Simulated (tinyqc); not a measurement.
Threshold-voltage variability of a planar MOSFET, analytic estimates: course of the iteration: margin in standard deviations for the wanted yield.

Three independent sources add in quadrature: random dopants in the depleted layer, metal-gate grains of two orientations, and roughness of the two gate edges acting through the roll-off VT = VT(long) - Vr exp(-L/l). These are first-order estimates: no three-dimensional electrostatics, no percolation.

Cells fail independently with probability Q(k) = erfc(k/sqrt(2))/2 when the margin is k standard deviations, and Y = exp(-Nb Q(k)). phi = exp(-k^2/2)/sqrt(2 pi). Newton steps on ln Q(k) = ln(-ln(Y)/Nb): k(new) = k + [ln Q - ln(-ln(Y)/Nb)] Q/phi.

Stop when k changes by less than 1e-9, or after 30 iterations.

Inputs (values chosen for the exercise): number of cells Nb = 65536; wanted yield Y = 0.99.

k at the start = 3

Course of the iteration:
```
iteration        k  |change|
1          5.76653      2.77
2          5.15362     0.613
3          5.11938    0.0342
4          5.11928   1.07e-4
5          5.11928   1.05e-9
6          5.11928   < 1e-12
```

Did this iteration meet its convergence test, and what does its course show?

Yes. Converged in 6 iterations. At the end the number of correct digits about doubles with each step. With s(dVT) = 18.8 mV, 5.12 standard deviations are 96.5 mV.

Range of the model: The depletion depth exceeds L, so source and drain share much of the charge and the dopant estimate is rough.

tinyqc, about 0.01 s, one thread, Intel Xeon 2.30GHz (shared host): `OMP_NUM_THREADS=1 python tinyqc.py 2090085 2090086 out.jsonl`
